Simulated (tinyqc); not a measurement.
Worked calculation: lattice vibrations of a chain. Computed by tinyqc, a small Python program that keeps every step. Command: `OMP_NUM_THREADS=1 python tinyqc.py 25143 25144 out.jsonl` (the two numbers bound the seeds that draw the settings). One thread of a shared host (Intel(R) Xeon(R) Processor @ 2.60GHz), about 0.01 s of CPU time with the checks.

## Dynamical matrix at q = 0.03

A chain moving along its axis:
```
atom                mass (u)  spring to the next atom (eV/angstrom^2)
1                  80.100000                                14.300000
2                  63.300000                                 4.200000
second neighbours          -                                 2.200000
```

q is in units of 2 pi/a. A spring k from atom i to atom j, n cells on, adds k to Phi_ii and Phi_jj, -k exp(2 pi i q n) to Phi_ij and the conjugate to Phi_ji (for one atom a cell: 2k (1 - cos 2 pi q n)); D_ij = Phi_ij / sqrt(m_i m_j).

D(q) (eV/(angstrom^2 u)):
```
                     1                    2
1             0.231934  -0.258764+0.011052i
2  -0.258764-0.011052i             0.293490
```

## Frequencies

omega^2 are the eigenvalues; wavenumber = 521.4708 sqrt(eigenvalue) 1/cm.

eigenvalues: 0.001890  0.523534

wavenumbers (1/cm): 22.7  377.3

weights |e|^2 of the mass-weighted modes:
```
          mode 1    mode 2
atom 1  0.559002  0.440998
atom 2  0.440998  0.559002
```

## Dispersion and heat capacity

C/k_B per atom = mean over q = (j + 1/2)/80, j = 0..39 and all branches of y^2 e^y/(e^y - 1)^2, y = hc wavenumber / k_B T.

Wavenumbers (1/cm):
```
q           branch 1    branch 2
0.000000    0.000000  377.200576
0.062500   47.046544  377.680799
0.125000   92.650754  378.955817
0.187500  135.383533  380.580267
0.250000  173.824819  381.974921
0.312500  206.523219  382.645965
0.375000  231.913297  382.445244
0.437500  248.266653  381.768675
0.500000  253.959036  381.397888
```

Heat capacity:
```
T (K)  C/k_B per atom
20           0.061119
50           0.165488
100          0.385831
200          0.717366
300          0.853185
600          0.959305
1200         0.989547
```

zero-point energy per atom = 16.706719 meV
